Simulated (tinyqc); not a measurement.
Single-band model of a thermoelectric material: one step, computed by the program tinyqc. Command: `OMP_NUM_THREADS=1 python tinyqc.py 3005010 3005011 out.jsonl thermo walk`. One thread of a shared host (Intel(R) Xeon(R) Processor @ 2.30GHz), about 0.01 s of CPU time with the checks.

One spherical band, one scattering law, no minority carriers and no phonon drag. In a real material minority carriers limit |S| to about E_g/(2 e T), so larger values are formal. eta = E_F/(k_B T) is counted from the band edge; f = 1/(1 + exp(x - eta)).

Task: Limiting formulas for the Seebeck coefficient. Classical: |S| = (k_B/e)[r + 5/2 - ln(n/N_c)], N_c = (3 sqrt(pi)/4) N_0. Degenerate (Mott): |S| = (pi^2/3)(k_B/e)(r + 3/2)/eta_F, eta_F = (n/N_0)^(2/3).

Inputs (values chosen for the exercise, for a model material): carrier density n = 4.5e+17 1/cm^3; temperature T = 440 K.

Band: parabolic. Scattering: constant relaxation time, r = 0.

Seebeck coefficient |S| = 447.4282 microvolt/K

N_0 = 4.967867e+18 1/cm^3

Constants: k_B = 8.617333262e-05 eV/K.

Give: Seebeck coefficients.

Result:

Seebeck coefficients:

| formula | \|S\| (microvolt/K) | deviation (%) |
|---|---|---|
| full integral | 447 | 0.0 |
| classical | 447 | -0.1 |
| degenerate | 2108 | 371.2 |
